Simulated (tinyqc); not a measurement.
# Insulator thickness and V0 from two charges

Problem. In an undoped wire Vg - V0 = Q/Cox + Vt ln(Q/Q0) + Vt ln(1 + Q/Q0) at the source, with Q0 = 4 eps0 eps_r Vt/R and Cox = eps0 eox/(R ln(1 + tox/R)). Find Cox, tox and V0.

Inputs (values chosen for the exercise); material values close to those of germanium:
```
symbol,value,unit,meaning
T,300,K,temperature
eps_r,16.3,,relative permittivity of the semiconductor
eox,26.1,,relative permittivity of the gate insulator
R,20,nm,wire radius
```

Constants: q = 1.602176634e-19 C, kB = 1.380649e-23 J/K, Vt = kB T/q, eps0 = 8.8541878128e-14 F/cm where lengths are in cm. Results are converted to the units shown.

Qs at Vg = 0.4 and 0.8 V (nC/cm^2): 610.00664  1754.3728

Solution. The two equations are linear in 1/Cox and V0; tox follows by inverting the logarithm.

Cox = 3.30 uF/cm^2
tox = 8.40 nm
V0 = 0.103 V

Numbers from tinyqc (`OMP_NUM_THREADS=1 python tinyqc.py 2460123 2460124 out.jsonl`; about 0.02 s on one thread of a shared Intel Xeon 2.30GHz).
